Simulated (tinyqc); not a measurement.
Van der Pauw, Hall and four-point-probe measurements on a doped layer: one step of the calculation.

A uniform p-type layer with sheet resistance Rs = 1/(q ns mu), point contacts, low field (mu B small).

Task. Resistances and Hall voltage. Rs = 1/(q ns mu). For a rectangle with contacts at the corners, RA = (8 Rs/pi) sum_(k>=0) ln coth((2k + 1) pi a/(2 b)) with current along a short side b and voltage along the opposite one, RB the same with a and b exchanged; Hall voltage VH = rH B I/(q ns), negative for electrons.

Parameters, values chosen for the exercise: sheet density of the layer ns = 3.2e12 cm^-2; drift mobility mu = 50 cm^2/(V s); Hall factor rH = 0.8; magnetic field B = 0.5 T; current I = 100 uA; side ratio a/b of a rectangular sample with corner contacts ar = 2.01.

Constants: q = 1.602176634e-19 C. Results are converted to the units shown.

Give: Rs; RA; RB; VH.

Result.

Rs = 39009 ohm/square
RA = 359.54 ohm
RB = 44161 ohm
VH = 7.8019 mV

RB/RA = 123; for a square both equal Rs ln 2/pi = 8610 ohm.

tinyqc, about 0.04 s, one thread, Intel Xeon 2.30GHz (shared host): `OMP_NUM_THREADS=1 python tinyqc.py 2850197 2850198 out.jsonl`
